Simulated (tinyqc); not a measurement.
Double-gate transistor, scale length and short-channel effects: one step of the calculation.

A body of thickness ts between two insulators of thickness ti and two tied gates. Below threshold the potential that source and drain add obeys Laplace's equation and vanishes on the gate. Its lowest mode decays along the channel as exp(-k y); k is the smallest positive root of the matching condition at the interface, and the scale length is Lambda = pi/k.

Question. Scan of the matching condition. f(k) = ei cos(k ti) cos(k ts/2) - eps_r sin(k ti) sin(k ts/2).

Values chosen for this exercise; permittivities: semiconductor close to that of In0.53Ga0.47As, insulator close to that of zirconium oxide: relative permittivity of the semiconductor eps_r = 13.9; relative permittivity of the insulator ei = 24.1; insulator thickness ti = 2.9 nm; body thickness ts = 12.7 nm.

k, point 0 to 7 (1/nm): 0.02875  0.0575  0.08625  0.115  0.14375  0.1725  0.20125  0.23

Find: f(k).

Answer.

f(k), point 0 to 7: 23.41  21.38  18.14  13.93  9.02  3.75  -1.53  -6.46

The first change of sign lies between k = 0.1725 and 0.20125 1/nm.

Computed by the program tinyqc: `OMP_NUM_THREADS=1 python tinyqc.py 2420077 2420078 out.jsonl`, one thread of a shared Intel Xeon 2.30GHz, about 0.01 s for the whole run.
